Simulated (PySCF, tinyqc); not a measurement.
RHF in the sto-6g basis, for Li-, spin multiplicity 1, step by step. The basis has no diffuse functions, so it cannot describe the extra electron: this is an exercise in the method, not the real anion. The lowest restricted solution is unstable here: a spin-polarised one lies 0.0049 hartree lower (PySCF). Computed by tinyqc, a small Python program that keeps every step (integrals from PySCF). Settings: charge = -1, multiplicity = 1, basis = sto-6g, energy threshold = 1e-08, iteration cap = 57, orthogonalisation = symmetric, start = highest core orbitals, DIIS depth = 4, method = RHF. Command: `OMP_NUM_THREADS=1 python tinyqc.py 20283 20284 out.jsonl` (the two numbers bound the seeds that draw the settings). One thread of a shared host (Intel(R) Xeon(R) Processor @ 2.60GHz), about 0.06 s of CPU time with the checks. Later iterations appear only in the table of the cycle.

## One-electron integrals

Geometry (angstrom):
```
atom        x        y        z
Li    0.00000  0.00000  0.00000
```

Basis sto-6g: exponents (1/bohr^2) and contraction coefficients of normalised primitives:
```
element  l (shell)   exponent  coefficient
Li           s (1)  167.17585      0.00916
Li           s (1)   30.65151      0.04936
Li           s (1)    8.57519      0.16854
Li           s (1)    2.94581      0.37056
Li           s (1)    1.14394      0.41649
Li           s (1)    0.47114      0.13033
Li           s (2)    6.59756     -0.01325
Li           s (2)    1.30583     -0.04699
Li           s (2)    0.40585     -0.03379
Li           s (2)    0.15615      0.25024
Li           s (2)    0.06781      0.59512
Li           s (2)    0.03108      0.24071
Li           p (3)    6.59756      0.00376
Li           p (3)    1.30583      0.03768
Li           p (3)    0.40585      0.17390
Li           p (3)    0.15615      0.41804
Li           p (3)    0.06781      0.42586
Li           p (3)    0.03108      0.10171
```

Overlap, kinetic and nuclear-attraction integrals over the contracted functions; the nuclear repulsion is the sum of Za Zb / Rab.

nuclear repulsion = 0 hartree

overlap S, order 1Li 1s, 1Li 2s, 1Li 2px, 1Li 2py, 1Li 2pz:
```
[[1.00000, 0.23574, 0.00000, 0.00000, 0.00000],
 [0.23574, 1.00000, 0.00000, 0.00000, 0.00000],
 [0.00000, 0.00000, 1.00000, 0.00000, 0.00000],
 [0.00000, 0.00000, 0.00000, 1.00000, 0.00000],
 [0.00000, 0.00000, 0.00000, 0.00000, 1.00000]]
```

kinetic energy T (hartree), order 1Li 1s, 1Li 2s, 1Li 2px, 1Li 2py, 1Li 2pz:
```
[[3.61674, -0.11072, 0.00000, 0.00000, 0.00000],
 [-0.11072, 0.10652, 0.00000, 0.00000, 0.00000],
 [0.00000, 0.00000, 0.32001, 0.00000, 0.00000],
 [0.00000, 0.00000, 0.00000, 0.32001, 0.00000],
 [0.00000, 0.00000, 0.00000, 0.00000, 0.32001]]
```

nuclear attraction V (hartree), order 1Li 1s, 1Li 2s, 1Li 2px, 1Li 2py, 1Li 2pz:
```
[[-8.06714, -0.82836, 0.00000, 0.00000, 0.00000],
 [-0.82836, -1.20005, 0.00000, 0.00000, 0.00000],
 [0.00000, 0.00000, -1.19999, 0.00000, 0.00000],
 [0.00000, 0.00000, 0.00000, -1.19999, 0.00000],
 [0.00000, 0.00000, 0.00000, 0.00000, -1.19999]]
```

core Hamiltonian H = T + V (hartree), order 1Li 1s, 1Li 2s, 1Li 2px, 1Li 2py, 1Li 2pz:
```
[[-4.45040, -0.93908, 0.00000, 0.00000, 0.00000],
 [-0.93908, -1.09352, 0.00000, 0.00000, 0.00000],
 [0.00000, 0.00000, -0.87998, 0.00000, 0.00000],
 [0.00000, 0.00000, 0.00000, -0.87998, 0.00000],
 [0.00000, 0.00000, 0.00000, 0.00000, -0.87998]]
```

## Two-electron integrals

Functions are numbered as in S; the eight-fold symmetry (ij|kl) = (ji|kl) = (kl|ij) leaves the list below.

Two-electron integrals (ij|kl) in chemists' order, unique and non-zero (hartree):
```
(11|11) 1.68125   (21|11) 0.24260   (21|21) 0.04451   (22|11) 0.39719
(22|21) 0.09028   (22|22) 0.29062   (31|31) 0.00944   (32|31) 0.01426
(32|32) 0.06424   (33|11) 0.39719   (33|21) 0.09028   (33|22) 0.29062
(33|33) 0.31312   (41|41) 0.00944   (42|41) 0.01426   (42|42) 0.06424
(43|43) 0.01688   (44|11) 0.39719   (44|21) 0.09028   (44|22) 0.29062
(44|33) 0.27937   (44|44) 0.31312   (51|51) 0.00944   (52|51) 0.01426
(52|52) 0.06424   (53|53) 0.01688   (54|54) 0.01688   (55|11) 0.39719
(55|21) 0.09028   (55|22) 0.29062   (55|33) 0.27937   (55|44) 0.27937
(55|55) 0.31312
```

## Orthogonalisation

S = U s U^T; symmetric (Loewdin) form X = U s^(-1/2) U^T, so that X^T S X = 1.

eigenvalues of S: [0.76426, 1.00000, 1.00000, 1.00000, 1.23574]

X, order 1Li 1s, 1Li 2s, 1Li 2px, 1Li 2py, 1Li 2pz:
```
[[1.02173, -0.12215, 0.00000, 0.00000, 0.00000],
 [-0.12215, 1.02173, 0.00000, 0.00000, 0.00000],
 [0.00000, 0.00000, 1.00000, 0.00000, 0.00000],
 [0.00000, 0.00000, 0.00000, 1.00000, 0.00000],
 [0.00000, 0.00000, 0.00000, 0.00000, 1.00000]]
```

## Starting guess

The start is the highest orbitals of the core Hamiltonian (a deliberately bad start); D = 2 C_occ C_occ^T.

D at the start, order 1Li 1s, 1Li 2s, 1Li 2px, 1Li 2py, 1Li 2pz:
```
[[0.00000, 0.00000, 0.00000, 0.00000, 0.00000],
 [0.00000, 0.00000, 0.00000, 0.00000, 0.00000],
 [0.00000, 0.00000, 0.00000, 0.00000, 0.00000],
 [0.00000, 0.00000, 0.00000, 2.00000, 0.00000],
 [0.00000, 0.00000, 0.00000, 0.00000, 2.00000]]
```

## Iteration 1: building the Fock matrix

J_ij = sum D_kl (ij|kl), K_ij = sum D_kl (ik|jl); F = H + J - 0.5 K; E = tr D H + tr D J / 2 - 0.25 tr D K + E_nn.

Coulomb J (hartree), order 1Li 1s, 1Li 2s, 1Li 2px, 1Li 2py, 1Li 2pz:
```
[[1.58876, 0.36112, 0.00000, 0.00000, 0.00000],
 [0.36112, 1.16250, 0.00000, 0.00000, 0.00000],
 [0.00000, 0.00000, 1.11750, 0.00000, 0.00000],
 [0.00000, 0.00000, 0.00000, 1.18500, 0.00000],
 [0.00000, 0.00000, 0.00000, 0.00000, 1.18500]]
```

exchange K (hartree), order 1Li 1s, 1Li 2s, 1Li 2px, 1Li 2py, 1Li 2pz:
```
[[0.03775, 0.05705, 0.00000, 0.00000, 0.00000],
 [0.05705, 0.25694, 0.00000, 0.00000, 0.00000],
 [0.00000, 0.00000, 0.06750, 0.00000, 0.00000],
 [0.00000, 0.00000, 0.00000, 0.66000, 0.00000],
 [0.00000, 0.00000, 0.00000, 0.00000, 0.66000]]
```

Fock matrix F (hartree), order 1Li 1s, 1Li 2s, 1Li 2px, 1Li 2py, 1Li 2pz:
```
[[-2.88051, -0.60649, 0.00000, 0.00000, 0.00000],
 [-0.60649, -0.05950, 0.00000, 0.00000, 0.00000],
 [0.00000, 0.00000, 0.20376, 0.00000, 0.00000],
 [0.00000, 0.00000, 0.00000, -0.02499, 0.00000],
 [0.00000, 0.00000, 0.00000, 0.00000, -0.02499]]
```

total energy of this density = -1.8099429 hartree

## Iteration 1: diagonalisation and new density

Diagonalise F' = X^T F X, C = X C', fill 2 alpha and 2 beta electrons from the bottom; D = 2 C_occ C_occ^T. Each column has its largest component positive (the first on a tie).

F' = X^T F X (hartree):
```
[[-2.85653, -0.27525, 0.00000, 0.00000, 0.00000],
 [-0.27525, 0.04630, 0.00000, 0.00000, 0.00000],
 [0.00000, 0.00000, 0.20376, 0.00000, 0.00000],
 [0.00000, 0.00000, 0.00000, -0.02499, 0.00000],
 [0.00000, 0.00000, 0.00000, 0.00000, -0.02499]]
```

orbital energies (hartree): [-2.88240, -0.02499, -0.02499, 0.07217, 0.20376]

coefficients C, order 1Li 1s, 1Li 2s, 1Li 2px, 1Li 2py, 1Li 2pz:
```
[[1.00581, 0.00000, 0.00000, -0.21722, 0.00000],
 [-0.02601, 0.00000, 0.00000, 1.02867, 0.00000],
 [0.00000, 0.00000, 0.00000, 0.00000, 1.00000],
 [0.00000, 1.00000, 0.00000, 0.00000, 0.00000],
 [0.00000, 0.00000, 1.00000, 0.00000, 0.00000]]
```

D after iteration 1, order 1Li 1s, 1Li 2s, 1Li 2px, 1Li 2py, 1Li 2pz:
```
[[2.02332, -0.05233, 0.00000, 0.00000, 0.00000],
 [-0.05233, 0.00135, 0.00000, 0.00000, 0.00000],
 [0.00000, 0.00000, 0.00000, 0.00000, 0.00000],
 [0.00000, 0.00000, 0.00000, 2.00000, 0.00000],
 [0.00000, 0.00000, 0.00000, 0.00000, 0.00000]]
```

Within a degenerate level the vectors are fixed only up to a rotation; this is one choice.

## Iteration 2: building the Fock matrix

As before.

Coulomb J (hartree), order 1Li 1s, 1Li 2s, 1Li 2px, 1Li 2py, 1Li 2pz:
```
[[4.17123, 0.66689, 0.00000, 0.00000, 0.00000],
 [0.66689, 1.37584, 0.00000, 0.00000, 0.00000],
 [0.00000, 0.00000, 1.35334, 0.00000, 0.00000],
 [0.00000, 0.00000, 0.00000, 1.42084, 0.00000],
 [0.00000, 0.00000, 0.00000, 0.00000, 1.35334]]
```

exchange K (hartree), order 1Li 1s, 1Li 2s, 1Li 2px, 1Li 2py, 1Li 2pz:
```
[[3.39524, 0.49639, 0.00000, 0.00000, 0.00000],
 [0.49639, 0.20947, 0.00000, 0.00000, 0.00000],
 [0.00000, 0.00000, 0.05144, 0.00000, 0.00000],
 [0.00000, 0.00000, 0.00000, 0.64394, 0.00000],
 [0.00000, 0.00000, 0.00000, 0.00000, 0.05144]]
```

Fock matrix F (hartree), order 1Li 1s, 1Li 2s, 1Li 2px, 1Li 2py, 1Li 2pz:
```
[[-1.97680, -0.52040, 0.00000, 0.00000, 0.00000],
 [-0.52040, 0.17758, 0.00000, 0.00000, 0.00000],
 [0.00000, 0.00000, 0.44763, 0.00000, 0.00000],
 [0.00000, 0.00000, 0.00000, 0.21888, 0.00000],
 [0.00000, 0.00000, 0.00000, 0.00000, 0.44763]]
```

total energy of this density = -7.0874838 hartree

## Iteration 2: DIIS over 2 matrices

error matrix X^T (FDS - SDF) X:
```
[[0.00000, 0.22845, 0.00000, 0.00000, 0.00000],
 [-0.22845, 0.00000, 0.00000, 0.00000, 0.00000],
 [0.00000, 0.00000, 0.00000, 0.00000, 0.00000],
 [0.00000, 0.00000, 0.00000, 0.00000, 0.00000],
 [0.00000, 0.00000, 0.00000, 0.00000, 0.00000]]
```

B (overlaps of the stored error matrices):
```
[[0.0000000e+00, 0.0000000e+00],
 [0.0000000e+00, 1.0438137e-01]]
```

Minimise |sum c_i e_i|^2 with sum c_i = 1: solve [B -1; -1 0][c; lambda] = [0; -1] with B_ij = tr e_i^T e_j, and take F = sum c_i F_i.

DIIS coefficients: [1.00000, 0.00000]

extrapolated F (hartree), order 1Li 1s, 1Li 2s, 1Li 2px, 1Li 2py, 1Li 2pz:
```
[[-2.88051, -0.60649, 0.00000, 0.00000, 0.00000],
 [-0.60649, -0.05950, 0.00000, 0.00000, 0.00000],
 [0.00000, 0.00000, 0.20376, 0.00000, 0.00000],
 [0.00000, 0.00000, 0.00000, -0.02499, 0.00000],
 [0.00000, 0.00000, 0.00000, 0.00000, -0.02499]]
```

## Iteration 2: diagonalisation and new density

As before.

F' = X^T F X (hartree):
```
[[-2.85653, -0.27525, 0.00000, 0.00000, 0.00000],
 [-0.27525, 0.04630, 0.00000, 0.00000, 0.00000],
 [0.00000, 0.00000, 0.20376, 0.00000, 0.00000],
 [0.00000, 0.00000, 0.00000, -0.02499, 0.00000],
 [0.00000, 0.00000, 0.00000, 0.00000, -0.02499]]
```

orbital energies (hartree): [-2.88240, -0.02499, -0.02499, 0.07217, 0.20376]

coefficients C, order 1Li 1s, 1Li 2s, 1Li 2px, 1Li 2py, 1Li 2pz:
```
[[1.00581, 0.00000, 0.00000, -0.21722, 0.00000],
 [-0.02601, 0.00000, 0.00000, 1.02867, 0.00000],
 [0.00000, 0.00000, 0.00000, 0.00000, 1.00000],
 [0.00000, 1.00000, 0.00000, 0.00000, 0.00000],
 [0.00000, 0.00000, 1.00000, 0.00000, 0.00000]]
```

D after iteration 2, order 1Li 1s, 1Li 2s, 1Li 2px, 1Li 2py, 1Li 2pz:
```
[[2.02332, -0.05233, 0.00000, 0.00000, 0.00000],
 [-0.05233, 0.00135, 0.00000, 0.00000, 0.00000],
 [0.00000, 0.00000, 0.00000, 0.00000, 0.00000],
 [0.00000, 0.00000, 0.00000, 2.00000, 0.00000],
 [0.00000, 0.00000, 0.00000, 0.00000, 0.00000]]
```

Within a degenerate level the vectors are fixed only up to a rotation; this is one choice.

## Iteration 3: building the Fock matrix

As before.

Coulomb J (hartree), order 1Li 1s, 1Li 2s, 1Li 2px, 1Li 2py, 1Li 2pz:
```
[[4.17123, 0.66689, 0.00000, 0.00000, 0.00000],
 [0.66689, 1.37584, 0.00000, 0.00000, 0.00000],
 [0.00000, 0.00000, 1.35334, 0.00000, 0.00000],
 [0.00000, 0.00000, 0.00000, 1.42084, 0.00000],
 [0.00000, 0.00000, 0.00000, 0.00000, 1.35334]]
```

exchange K (hartree), order 1Li 1s, 1Li 2s, 1Li 2px, 1Li 2py, 1Li 2pz:
```
[[3.39524, 0.49639, 0.00000, 0.00000, 0.00000],
 [0.49639, 0.20947, 0.00000, 0.00000, 0.00000],
 [0.00000, 0.00000, 0.05144, 0.00000, 0.00000],
 [0.00000, 0.00000, 0.00000, 0.64394, 0.00000],
 [0.00000, 0.00000, 0.00000, 0.00000, 0.05144]]
```

Fock matrix F (hartree), order 1Li 1s, 1Li 2s, 1Li 2px, 1Li 2py, 1Li 2pz:
```
[[-1.97680, -0.52040, 0.00000, 0.00000, 0.00000],
 [-0.52040, 0.17758, 0.00000, 0.00000, 0.00000],
 [0.00000, 0.00000, 0.44763, 0.00000, 0.00000],
 [0.00000, 0.00000, 0.00000, 0.21888, 0.00000],
 [0.00000, 0.00000, 0.00000, 0.00000, 0.44763]]
```

total energy of this density = -7.0874838 hartree

## Iteration 3: DIIS over 3 matrices

error matrix X^T (FDS - SDF) X:
```
[[0.00000, 0.22845, 0.00000, 0.00000, 0.00000],
 [-0.22845, 0.00000, 0.00000, 0.00000, 0.00000],
 [0.00000, 0.00000, 0.00000, 0.00000, 0.00000],
 [0.00000, 0.00000, 0.00000, 0.00000, 0.00000],
 [0.00000, 0.00000, 0.00000, 0.00000, 0.00000]]
```

B (overlaps of the stored error matrices):
```
[[0.0000000e+00, 0.0000000e+00, 0.0000000e+00],
 [0.0000000e+00, 1.0438137e-01, 1.0438137e-01],
 [0.0000000e+00, 1.0438137e-01, 1.0438137e-01]]
```

As before.

DIIS coefficients: [1.00000, 0.00000, 0.00000]

extrapolated F (hartree), order 1Li 1s, 1Li 2s, 1Li 2px, 1Li 2py, 1Li 2pz:
```
[[-2.88051, -0.60649, 0.00000, 0.00000, 0.00000],
 [-0.60649, -0.05950, 0.00000, 0.00000, 0.00000],
 [0.00000, 0.00000, 0.20376, 0.00000, 0.00000],
 [0.00000, 0.00000, 0.00000, -0.02499, 0.00000],
 [0.00000, 0.00000, 0.00000, 0.00000, -0.02499]]
```

## Iteration 3: diagonalisation and new density

As before.

F' = X^T F X (hartree):
```
[[-2.85653, -0.27525, 0.00000, 0.00000, 0.00000],
 [-0.27525, 0.04630, 0.00000, 0.00000, 0.00000],
 [0.00000, 0.00000, 0.20376, 0.00000, 0.00000],
 [0.00000, 0.00000, 0.00000, -0.02499, 0.00000],
 [0.00000, 0.00000, 0.00000, 0.00000, -0.02499]]
```

orbital energies (hartree): [-2.88240, -0.02499, -0.02499, 0.07217, 0.20376]

coefficients C, order 1Li 1s, 1Li 2s, 1Li 2px, 1Li 2py, 1Li 2pz:
```
[[1.00581, 0.00000, 0.00000, -0.21722, 0.00000],
 [-0.02601, 0.00000, 0.00000, 1.02867, 0.00000],
 [0.00000, 0.00000, 0.00000, 0.00000, 1.00000],
 [0.00000, 0.00000, 1.00000, 0.00000, 0.00000],
 [0.00000, 1.00000, 0.00000, 0.00000, 0.00000]]
```

D after iteration 3, order 1Li 1s, 1Li 2s, 1Li 2px, 1Li 2py, 1Li 2pz:
```
[[2.02332, -0.05233, 0.00000, 0.00000, 0.00000],
 [-0.05233, 0.00135, 0.00000, 0.00000, 0.00000],
 [0.00000, 0.00000, 0.00000, 0.00000, 0.00000],
 [0.00000, 0.00000, 0.00000, 0.00000, 0.00000],
 [0.00000, 0.00000, 0.00000, 0.00000, 2.00000]]
```

Within a degenerate level the vectors are fixed only up to a rotation; this is one choice.

## Iteration 7 (converged): orbitals

converged F (hartree), order 1Li 1s, 1Li 2s, 1Li 2px, 1Li 2py, 1Li 2pz:
```
[[-1.99734, -0.52080, 0.00000, 0.00000, 0.00000],
 [-0.52080, -0.03687, 0.00000, 0.00000, 0.00000],
 [0.00000, 0.00000, 0.41557, 0.00000, 0.00000],
 [0.00000, 0.00000, 0.00000, 0.41557, 0.00000],
 [0.00000, 0.00000, 0.00000, 0.00000, 0.41557]]
```

As before.

F' = X^T F X (hartree):
```
[[-1.95562, -0.29756, 0.00000, 0.00000, 0.00000],
 [-0.29756, 0.06171, 0.00000, 0.00000, 0.00000],
 [0.00000, 0.00000, 0.41557, 0.00000, 0.00000],
 [0.00000, 0.00000, 0.00000, 0.41557, 0.00000],
 [0.00000, 0.00000, 0.00000, 0.00000, 0.41557]]
```

orbital energies (hartree): [-1.99860, 0.10469, 0.41557, 0.41557, 0.41557]

coefficients C, order 1Li 1s, 1Li 2s, 1Li 2px, 1Li 2py, 1Li 2pz:
```
[[0.99377, -0.26695, 0.00000, 0.00000, 0.00000],
 [0.02515, 1.02869, 0.00000, 0.00000, 0.00000],
 [0.00000, 0.00000, 1.00000, 0.00000, 0.00000],
 [0.00000, 0.00000, 0.00000, 1.00000, 0.00000],
 [0.00000, 0.00000, 0.00000, 0.00000, 1.00000]]
```

D after iteration 7, order 1Li 1s, 1Li 2s, 1Li 2px, 1Li 2py, 1Li 2pz:
```
[[2.11769, -0.49923, 0.00000, 0.00000, 0.00000],
 [-0.49923, 2.11769, 0.00000, 0.00000, 0.00000],
 [0.00000, 0.00000, 0.00000, 0.00000, 0.00000],
 [0.00000, 0.00000, 0.00000, 0.00000, 0.00000],
 [0.00000, 0.00000, 0.00000, 0.00000, 0.00000]]
```

Within a degenerate level the vectors are fixed only up to a rotation; this is one choice.

## Convergence

Stop when the energy changes by less than 1e-08 hartree and every element of the error matrix X^T (F D S - S D F) X is below 3e-05.

Course of the cycle:
```
iteration  E (hartree)     change  largest element of the error matrix
1           -1.8099429          -                              0.00000
2           -7.0874838  -5.28e+00                             2.28e-01
3           -7.0874838    0.00000                             2.28e-01
4           -7.0874838    0.00000                             2.28e-01
5           -7.0874838    0.00000                             2.28e-01
6           -7.2952461  -2.08e-01                             4.62e-16
7           -7.2952461  -8.88e-16                             6.35e-16
```

PySCF RHF in the same basis = -7.2952461 hartree

Converged in 7 iterations.

## Populations

Mulliken: Z minus the diagonal of D S on the atom; Loewdin: the same with S^(1/2) D S^(1/2).

Charges (e):
```
atom  Mulliken   Loewdin
1Li   -1.00000  -1.00000
```
